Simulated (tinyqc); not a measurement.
# Changing the grain-boundary energy gamma_b

Model: capillary instabilities by surface diffusion: grooving and agglomeration of films, edge retraction, wire break-up and smoothing of roughness. Computed by tinyqc, a small Python program. Command: `OMP_NUM_THREADS=1 python tinyqc.py 3028472 3028473 out.jsonl dewet sweep`. One thread of a shared host (Intel(R) Xeon(R) Processor @ 2.30GHz), about 0.01 s of CPU time with the checks.

Isotropic surface energy; shapes change by surface diffusion alone.

Inputs (values chosen for the exercise, of the order of those of a cobalt film): surface energy gamma_s = 2.11 J/m^2; interface energy gamma_i = 1.6 J/m^2; atomic volume Omega = 11.1 angstrom^3; surface sites nu = 15 1/nm^2; prefactor D0 = 4.5e-06 m^2/s; activation energy Q = 1.55 eV; temperature T = 1195 K; time t = 110 s; film thickness h = 7.6 nm; grain radius R = 95 nm.

Grooves: at the surface and the interface.

Constants: k_B = 8.617333262e-05 eV/K; k_B = 1.380649e-23 J/K.

Method:
- B = D_s nu gamma_s Omega^2/(k_B T), D_s = D0 exp(-Q/(k_B T)).
- Groove angle beta: sin(beta) = gamma_b/(2 gamma). For circular grains of radius R with spherical caps the groove ends (measured from the mean surface) at the depth R g(beta), g = (2 - 3 cos beta + cos^3 beta)/(3 sin^3 beta). The film parts if R [g(beta_s) + g(beta_i)] > h.
- Mullins' isolated groove: depth below the flat surface d = 0.780 m (B t)^(1/4), m = tan(beta_s), width between the ridges 4.6 (B t)^(1/4); time to reach h: (h/(0.780 m))^4/B.

One run for each value:
```
grain-boundary energy gamma_b (J/m^2)  critical R/h  beta_s (degrees)  time to reach the substrate (s)
0.211                                        34.460             2.866                       4.6451e+03
0.392                                        18.495             5.330                       3.8514e+02
0.573                                        12.593             7.804                       8.2702e+01
0.754                                         9.507            10.292                       2.6831e+01
0.934                                         7.610            12.787                       1.0997e+01
1.120                                         6.277            15.391                       5.0814e+00
1.300                                         5.338            17.942                       2.6541e+00
1.480                                         4.617            20.531                       1.4834e+00
```

Over the rows, critical R/h falls from 34.5 to 4.62 (exponent d ln y / d ln x -1.0 between the first rows and -1.1 between the last); beta_s (degrees) rises from 2.87 to 20.5 (exponent d ln y / d ln x about 1.0 throughout); time to reach the substrate (s) falls from 4650 to 1.48 (exponent d ln y / d ln x -4.0 between the first rows and -4.5 between the last). At the low end the exponent of critical R/h is -1.00, close to -1: g is about beta/4 for small angles.

Caution (rows 0.211, 0.392, 0.573, 0.754, 0.934, 1.12, 1.30): the grains are too small for the surface groove ever to reach the depth h.
